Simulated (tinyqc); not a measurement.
# Double-gate transistor below threshold, two-dimensional Poisson equation on a small mesh, step by step

tinyqc, about 0.1 s, one thread, Intel Xeon 2.30GHz (shared host): `OMP_NUM_THREADS=1 python tinyqc.py 2480106 2480107 out.jsonl` Printed values are rounded.

Half of a symmetric double-gate structure: row 0 is the mid-plane of the body, where the normal field vanishes. Mobile charge is neglected (subthreshold), the body is fully depleted, and potentials are counted from the intrinsic level; rows run upward to the gate, columns from source to drain.

Parameters, values chosen for the exercise; semiconductor permittivity close to that of gallium nitride: temperature T = 300 K; relative permittivity of the semiconductor eps_r = 9.41; relative permittivity of the insulator eox = 25; half the body thickness tb = 8 nm; insulator thickness tox = 5.3 nm; channel length L = 37 nm; acceptor density of the depleted body Na = 0 cm^-3; potential of the source Vbi = 0.46 V; gate offset Vfb = 0.01 V; gate voltage Vg = 0.1 V; drain voltage Vd = 0.05 V.

Constants: q = 1.602176634e-19 C, kB = 1.380649e-23 J/K, Vt = kB T/q, eps0 = 8.8541878128e-14 F/cm where lengths are in cm. Results are converted to the units shown.

## Coefficients of the five-point equations

Mesh: rows i = 0..2 in the semiconductor (step hs = tb/2, row 2 on the interface), then 2 step(s) ho = tox/2 up to the gate row 4; columns j = 0..6 (step hy = L/6). Box integration, divided by eps0: up_i = eps hy/h of the interval above row i, dn_i = that of the interval below (0 for row 0), lat_i = (sum of eps h/2 over the intervals above and below)/hy, s_i = -q Na w_i hy/eps0 with w_i the semiconductor height of the box (hs/2 for row 0 and the interface row, hs between, 0 in the insulator). Each free node obeys (up + dn + 2 lat) psi = up psi(above) + dn psi(below) + lat [psi(left) + psi(right)] + s.

| row | up | dn | lat | s (V) |
|---|---|---|---|---|
| 0 | 14.50708 | 0 | 3.051892 | 0 |
| 1 | 14.50708 | 14.50708 | 6.103784 | 0 |
| 2 | 58.17610 | 14.50708 | 8.423514 | 0 |
| 3 | 58.17610 | 58.17610 | 10.74324 | 0 |

## Iteration 1: Gauss-Seidel sweep

psi at the start (fixed values on the edges, free nodes at the gate value) (V):

|  | j=0 | j=1 | j=2 | j=3 | j=4 | j=5 | j=6 |
|---|---|---|---|---|---|---|---|
| row 0 | 0.4600000 | 0.0900000 | 0.0900000 | 0.0900000 | 0.0900000 | 0.0900000 | 0.5100000 |
| row 1 | 0.4600000 | 0.0900000 | 0.0900000 | 0.0900000 | 0.0900000 | 0.0900000 | 0.5100000 |
| row 2 | 0.4600000 | 0.0900000 | 0.0900000 | 0.0900000 | 0.0900000 | 0.0900000 | 0.5100000 |
| row 3 | 0.2750000 | 0.0900000 | 0.0900000 | 0.0900000 | 0.0900000 | 0.0900000 | 0.3000000 |
| row 4 | 0.0900000 | 0.0900000 | 0.0900000 | 0.0900000 | 0.0900000 | 0.0900000 | 0.0900000 |

Free nodes: rows 0..3, columns 1..5, taken row by row from row 0, left to right. t = (up psi(above) + dn psi(below) + lat [psi(left) + psi(right)] + s)/(up + dn + 2 lat), with the newest neighbours; psi(new) = t.

psi after iteration 1 (V):

|  | j=0 | j=1 | j=2 | j=3 | j=4 | j=5 | j=6 |
|---|---|---|---|---|---|---|---|
| row 0 | 0.4600000 | 0.1447866 | 0.0981124 | 0.0912012 | 0.0901779 | 0.1522166 | 0.5100000 |
| row 1 | 0.4600000 | 0.1640676 | 0.1038223 | 0.0924694 | 0.0904283 | 0.1741494 | 0.5100000 |
| row 2 | 0.4600000 | 0.1368133 | 0.0966442 | 0.0910253 | 0.0901659 | 0.1431668 | 0.5100000 |
| row 3 | 0.2750000 | 0.1241770 | 0.0954680 | 0.0908589 | 0.0901369 | 0.1288178 | 0.3000000 |
| row 4 | 0.0900000 | 0.0900000 | 0.0900000 | 0.0900000 | 0.0900000 | 0.0900000 | 0.0900000 |

## Iteration 2: Gauss-Seidel sweep

As before.

psi after iteration 2 (V):

|  | j=0 | j=1 | j=2 | j=3 | j=4 | j=5 | j=6 |
|---|---|---|---|---|---|---|---|
| row 0 | 0.4600000 | 0.1981208 | 0.1159164 | 0.0956020 | 0.1003435 | 0.2129509 | 0.5100000 |
| row 1 | 0.4600000 | 0.2013590 | 0.1183138 | 0.0965882 | 0.1071342 | 0.2167081 | 0.5100000 |
| row 2 | 0.4600000 | 0.1656889 | 0.1053586 | 0.0930863 | 0.0981579 | 0.1760383 | 0.5100000 |
| row 3 | 0.2750000 | 0.1367904 | 0.1001961 | 0.0921079 | 0.0966329 | 0.1431978 | 0.3000000 |
| row 4 | 0.0900000 | 0.0900000 | 0.0900000 | 0.0900000 | 0.0900000 | 0.0900000 | 0.0900000 |

## Course of the iteration: Gauss-Seidel sweep

Stop when the largest change of psi is below 1e-7 V, or after 400 iterations. Fixed values: gate row Vg - Vfb; column 0 at Vbi and the last column at Vbi + Vd in the semiconductor, each running linearly to Vg - Vfb across the insulator.

Course of the iteration:

| iteration | psi at row 0, j = 3 (V) | largest \|change\| of one entry (V) |
|---|---|---|
| 1 | 0.09120121 | 0.0841 |
| 2 | 0.09560196 | 0.0607 |
| 3 | 0.1022463 | 0.0332 |
| 4 | 0.1124736 | 0.0210 |
| 5 | 0.1229682 | 0.0156 |
| 6 | 0.1324920 | 0.0116 |
| 7 | 0.1403436 | 8.30e-3 |
| 8 | 0.1464681 | 6.12e-3 |
| 9 | 0.1511042 | 4.64e-3 |
| ... | ... | ... |
| 36 | 0.1640709 | 1.01e-6 |
| 37 | 0.1640716 | 7.35e-7 |
| 38 | 0.1640722 | 5.37e-7 |
| 39 | 0.1640725 | 3.92e-7 |
| 40 | 0.1640728 | 2.86e-7 |
| 41 | 0.1640730 | 2.09e-7 |
| 42 | 0.1640732 | 1.52e-7 |
| 43 | 0.1640733 | 1.11e-7 |
| 44 | 0.1640734 | 8.13e-8 |

Converged in 44 iterations. At the end each change is about 0.73 times the one before: linear convergence.

## Barrier, swing and barrier lowering

converged psi (V):

|  | j=0 | j=1 | j=2 | j=3 | j=4 | j=5 | j=6 |
|---|---|---|---|---|---|---|---|
| row 0 | 0.4600000 | 0.2799165 | 0.1879762 | 0.1640736 | 0.1971447 | 0.3041420 | 0.5100000 |
| row 1 | 0.4600000 | 0.2613736 | 0.1736630 | 0.1520879 | 0.1815927 | 0.2833444 | 0.5100000 |
| row 2 | 0.4600000 | 0.1961634 | 0.1315236 | 0.1186105 | 0.1356432 | 0.2099941 | 0.5100000 |
| row 3 | 0.2750000 | 0.1510599 | 0.1135258 | 0.1059265 | 0.1158857 | 0.1590297 | 0.3000000 |
| row 4 | 0.0900000 | 0.0900000 | 0.0900000 | 0.0900000 | 0.0900000 | 0.0900000 | 0.0900000 |

d psi/dVg on row 0: j=0 0.0000000, j=1 0.4885336, j=2 0.7403532, j=3 0.8124719, j=4 0.7403532, j=5 0.4885336, j=6 0.0000000
d psi/dVd on row 0: j=0 0.000000, j=1 0.013479, j=2 0.038139, j=3 0.093764, j=4 0.221508, j=5 0.497988, j=6 1.000000

The barrier is read along row 0, the path farthest from the gate. Take the node j of lowest psi: barrier Vbi - psi_j; swing Vt ln 10/(d psi_j/dVg); DIBL = (d psi_j/dVd)/(d psi_j/dVg). The derivatives solve the same equations with s = 0 and a unit change of that voltage.

j = 3
barrier = 0.2959264 V
swing = 73.26583 mV/decade
DIBL = 115.4059 mV/V

A mesh of 12, 8 and 80 steps (semiconductor, insulator, channel) gives a barrier of 0.303 V, a swing of 71.6 mV a decade and a DIBL of 95.1 mV/V; the small mesh puts the barrier 2.5 % below that.
